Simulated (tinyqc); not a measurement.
# MESFET, gradual channel with velocity saturation: effects of single changes

A uniformly doped n-type channel, depleted from the top by a Schottky gate; at channel potential V the depleted share of a is u = sqrt((Vbi - Vg + V)/Vp), s at the source. Electrons drift with v = mu E/(1 + mu E/vsat). Abrupt depletion edge, no series resistance, source at 0.

Values chosen for this exercise; material values close to those of gallium arsenide: temperature T = 300 K; relative permittivity of the semiconductor eps_r = 13.1; conduction-band density of states at T Nc = 4.33e17 cm^-3; donor density of the channel Nd = 5.5e16 cm^-3; channel thickness a = 210 nm; low-field mobility at this doping mu = 5000 cm^2/(V s); saturation velocity vsat = 1.1e7 cm/s; gate length L = 2 um; gate width W = 100 um; Schottky barrier phiB = 0.6 V; gate voltage Vg = -0.2 V.

Constants: q = 1.602176634e-19 C, kB = 1.380649e-23 J/K, Vt = kB T/q, eps0 = 8.8541878128e-14 F/cm where lengths are in cm. Results are converted to the units shown.

Each table varies one quantity; the others keep the values above.

## Effect of the saturation velocity on saturation

Vbi = phiB - Vt ln(Nc/Nd); Vp = q Nd a^2/(2 eps0 eps_r); G0 = q mu Nd a W/L; Z = mu Vp/(vsat L); s = sqrt((Vbi - Vg)/Vp). I = (G0 Vp/3) F/(1 + Z (u^2 - s^2)), F = 3 (u^2 - s^2) - 2 (u^3 - s^3), with u at V = Vd; Z = 0 gives constant mobility, for which u stops at 1. The current peaks at u = um, the root of (1 - u)(1 + Z (u^2 - s^2)) = Z F/3; beyond Vdsat = Vp (um^2 - s^2) it is held at that value. gm = G0 (um - s)/(1 + Z (um^2 - s^2)).

The same in every row: Isat for Z = 0 (mA) = 6.665.

Effect of the saturation velocity on saturation:
```
vsat (cm/s),Z,um,Vdsat (V),Isat (mA),gm (mS)
3e6,13.96,0.8068,0.3438,1.072,1.666
4.8e6,8.725,0.8313,0.4109,1.499,2.411
7.7e6,5.439,0.8572,0.4842,2.035,3.410
1.2e7,3.490,0.8817,0.5558,2.626,4.591
2e7,2.094,0.9089,0.6371,3.373,6.213
3.1e7,1.351,0.9299,0.7018,4.024,7.747
5e7,0.8376,0.9494,0.7632,4.685,9.434
```

Read the table: what changes, and by how much?

As vsat goes from 3e6 to 5e7 cm/s, Vdsat rises from 0.344 to 0.763 V, Isat rises from 1.07 to 4.68 mA and gm rises from 1.67 to 9.43 mS. Isat is 0.161 of the constant-mobility value in the first row and 0.703 in the last.

## Effect of the donor density of the channel on saturation

Same model as above.

Effect of the donor density of the channel on saturation:
```
Nd (cm^-3),Z,um,Vdsat (V),Isat (mA),Isat for Z = 0 (mA),gm (mS)
2.8e16,1.938,0.9917,0.1096,0.08553,0.1082,1.264
3.7e16,2.561,0.9537,0.2885,0.6344,1.123,2.731
5e16,3.461,0.8966,0.4802,1.913,4.637,3.974
6.7e16,4.638,0.8351,0.6714,4.089,13.11,5.090
9.1e16,6.299,0.7694,0.8811,7.766,32.86,6.268
1.2e17,8.307,0.7112,1.082,12.83,69.21,7.388
1.6e17,11.08,0.6531,1.305,20.54,142.1,8.640
```

As Nd goes from 2.8e16 to 1.6e17 cm^-3, Vdsat rises from 0.110 to 1.30 V, Isat rises from 0.0855 to 20.5 mA and gm rises from 1.26 to 8.64 mS. Isat is 0.791 of the constant-mobility value in the first row and 0.145 in the last. For Nd = 2.8e16 to 3.7e16 cm^-3 the open channel at the source, (1 - s) a, is under two Debye lengths, so the abrupt edge is rough. At Nd = 1.6e17 cm^-3 Nd is not small against Nc, so the Boltzmann form of Vbi is rough.

## Output curve

Same model as above.

Output curve:
```
Vd (V),u (at most 1),I for Z = 0 (mA),I (mA)
0.1,0.7109,1.436,1.170
0.23,0.7636,3.015,1.980
0.35,0.8091,4.200,2.339
0.47,0.8522,5.139,2.485
0.6,0.8966,5.893,2.504
0.72,0.9357,6.358,2.504
0.85,0.9763,6.622,2.504
0.97,1.000,6.665,2.504
1.1,1.000,6.665,2.504
```

What does the table show?

With constant mobility the current rises from 1.44 to 6.66 mA and saturates at pinch-off, Vd = 0.929 V; with Z = 3.81 it saturates at 0.542 V and 2.50 mA. The two differ by 19 % in the first row and 62 % in the last.

Computed by the program tinyqc: `OMP_NUM_THREADS=1 python tinyqc.py 2500016 2500017 out.jsonl`, one thread of a shared Intel Xeon 2.30GHz, about 0.04 s for the whole run.
